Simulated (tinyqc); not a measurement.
Inside a calculation: two-node Weyl semimetal on a cubic lattice and its slab. Values are carried at full precision from step to step, so a last printed digit may differ when a step is redone from the rounded ones.

H = d.s with dx = t sin kx, dy = t sin ky, dz = m (2 - cos kx - cos ky) + M(kz), M = tz (cos k0 - cos kz), k in 1/a. Nodes at (0, 0, +/-k0). Berry curvature of the lower band along z: Omega = d.(dd/dkx x dd/dky)/(2|d|^3), in the sense curl of i<u|grad u>.

Values chosen for the exercise: t = 0.42 eV (hopping in sx and sy); m = 1.11 eV (mass term); tz = 0.38 eV (hopping along z); k0 = 1.57 1/a (position of the nodes); k = (-0.53, 0.85, 1.04) 1/a (wave vector); N = 7 (layers of the small slab); ky = 0.06 1/a; kz = 0.09 1/a.

## One k point

Form M, d, E = -/+ |d| and Omega.

M(kz) = -0.1921 eV

dx, dy, dz (eV): -0.2123  0.3155  0.3376

|E| = 0.5086 eV
Omega = -0.3591 a^2

## The nodes

Near (0,0,+/-k0): d = (t qx, t qy, +/- tz sin(k0) qz). The chirality is the sign of the product of the three velocities. Each plane of fixed kz with -2m < M < 0 has Chern number -1 in the sense above, so the sum over planes gives sigma_xy of size (e^2/h) 2 k0/(2 pi a).

velocities at +k0 (eV a): 0.4200  0.4200  0.3800

chirality: +k0 1, -k0 -1

|sigma_xy| = 0.4997 e^2/(h a)
M(0) = -0.3797 eV

## The slab at one surface momentum

Slab of N layers along x with hard walls: layer block t sin(ky) sy + (m (2 - cos ky) + M(kz)) sz, block to the next layer t sx/(2i) - m sz/2.

Fill in the matrix.

H (eV), lower triangle (Hermitian):
```
         1+       1-       2+       2-       3+       3-       4+       4-       5+       5-       6+       6-
1+   0.7338
1-  0.0252i  -0.7338
2+  -0.5550  0.2100i   0.7338
2-  0.2100i   0.5550  0.0252i  -0.7338
3+        0        0  -0.5550  0.2100i   0.7338
3-        0        0  0.2100i   0.5550  0.0252i  -0.7338
4+        0        0        0        0  -0.5550  0.2100i   0.7338
4-        0        0        0        0  0.2100i   0.5550  0.0252i  -0.7338
5+        0        0        0        0        0        0  -0.5550  0.2100i   0.7338
5-        0        0        0        0        0        0  0.2100i   0.5550  0.0252i  -0.7338
6+        0        0        0        0        0        0        0        0  -0.5550  0.2100i   0.7338
6-        0        0        0        0        0        0        0        0  0.2100i   0.5550  0.0252i  -0.7338
7+        0        0        0        0        0        0        0        0        0        0  -0.5550  0.2100i
7-        0        0        0        0        0        0        0        0        0        0  0.2100i   0.5550

         7+       7-
7+   0.7338
7-  0.0252i  -0.7338
```

## Levels and layer weights of the middle pair

Diagonalise; sum the weights over the two components of each layer.

levels (eV): -1.7657  -1.5432  -1.2121  -0.8282  -0.4747  -0.3452  -0.0253  0.0253  0.3452  0.4747  0.8282  1.2121  1.5432  1.7657

weights:
```
       layer 1  layer 2  layer 3  layer 4  layer 5  layer 6  layer 7
lower    0.449    0.413    0.098    0.000    0.017    0.018    0.005
upper    0.005    0.018    0.017    0.000    0.098    0.413    0.449
```

The matrix belongs to ky = 0.06, kz = 0.09, where the mass m (1 - cos ky) + M(kz) is -0.3762 eV and t sin(ky) = 0.0252 eV. A negative mass binds arc states at -/+ t sin(ky) on opposite faces; here one outer layer holds 45 % and the other 1 %, and the overlap across the thin slab moves the level by +0.1 meV.

## Checks

- Omega from the formula against a plaquette of side 1e-4: both -0.3591.
- C of the plane kz = 0 against -1: both -1.00.

Computed by tinyqc, a small Python program: `OMP_NUM_THREADS=1 python tinyqc.py 1480318 1480319 out.jsonl` (the numbers bound the seed that draws the inputs); one thread of a shared host (Intel(R) Xeon(R) Processor @ 2.30GHz), about 0.1 s for the whole set of steps.
